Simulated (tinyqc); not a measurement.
Inside a calculation: Shockley state of an s-p chain by decimation. Values are carried at full precision from step to step, so a last printed digit may differ when a step is redone from the rounded ones.

Each site has s at -d/2 and p at +d/2: H0 = diag(-d/2, d/2). The block to the next site on the right is H1 = [[-ts, u], [-u, tp]] (rows s, p of site n; columns s, p of site n + 1). Bulk: H(k) = [[-d/2 - 2 ts cos k, 2i u sin k], [-2i u sin k, d/2 + 2 tp cos k]]. The bands are inverted at k = pi if d < 2 (ts + tp).

Values chosen for the exercise: d = 3.52 eV (Ep - Es); ts = 0.71 eV (s-s hopping); tp = 1.72 eV (p-p hopping); u = 0.45 eV (s-p hopping); E = 0.33 eV (energy); eta = 0.05 eV (broadening).

## Bulk bands

Levels and s weight of the lower band at k = j pi/6.

Bands:
```
k/pi   lower (eV)  upper (eV)  s weight, lower
0.000     -3.1800      5.2000            1.000
0.167     -3.0159      4.7652            0.997
0.333     -2.5704      3.5804            0.984
0.500     -1.9768      1.9768            0.945
0.667     -1.4561      0.4461            0.787
0.833     -1.4414     -0.3080            0.196
1.000     -1.6800     -0.3400            0.000
```

The lower band is s-like at k = 0 and p-like at pi: the bands are inverted, and the gap is a hybridisation gap that can hold a Shockley state.

## First round of decimation

Decimation (Sancho-Rubio) at z = E + i eta: start with es = e = H0, A = H1, B = H1^T. Each round forms g = (z - e)^-1 and sets es += A g B, e += A g B + B g A, A = A g A, B = B g B, doubling the length covered. Stop when all |A| < 1e-10. Surface G = (z - es)^-1, bulk G = (z - e)^-1; densities -Im tr G/pi.

Carry out one round.

g (1/eV), rows s, p and columns alike:
```
[[0.4782-0.0114i, 0.0000],
 [0.0000, -0.6984-0.0244i]]
```

es (eV), rows s, p and columns alike:
```
[[-1.6604-0.0107i, -0.3878-0.0226i],
 [-0.3878-0.0226i, -0.2095-0.0746i]]
```

e (eV), rows s, p and columns alike:
```
[[-1.5608-0.0214i, 0.0000],
 [0.0000, -2.1789-0.1491i]]
```

A (eV), rows s, p and columns alike:
```
[[0.3825-0.0008i, -0.6934-0.0152i],
 [0.6934+0.0152i, -2.1631-0.0699i]]
```

## Course of the decimation

All rounds.

Rounds:
```
round  sites covered  largest |A| (eV)  surface density (1/eV)
1                  2              2.16                 0.17375
2                  4              1.61                 0.02562
3                  8              1.63                 0.62464
4                 16              2.29                 0.05623
5                 32              1.42                 0.10316
6                 64             0.712                 0.16032
7                128             0.189                 0.16039
8                256            0.0117                 0.15948
9                512          4.54e-05                 0.15948
10              1024          6.81e-10                 0.15948
11              2048          1.53e-19                 0.15948
```

surface G (1/eV), rows s, p and columns alike:
```
[[0.5557-0.0201i, -0.1364+0.0316i],
 [-0.1364+0.0316i, -0.2647-0.4809i]]
```

densities (1/eV): surface 0.15948, bulk 0.14660

Converged in 11 rounds. E lies outside the bulk gap (-1.352 to -0.344 eV); once |A| is small it falls roughly as its square in each round, up to a factor.

## Checks

- Surface G against the Dyson relation G = (z - H0 - H1 G H1^T)^-1: they agree to 1e-10 or better.

tinyqc: `OMP_NUM_THREADS=1 python tinyqc.py 1481029 1481030 out.jsonl`; about 0.3 s, one thread, shared Intel(R) Xeon(R) Processor @ 2.30GHz.
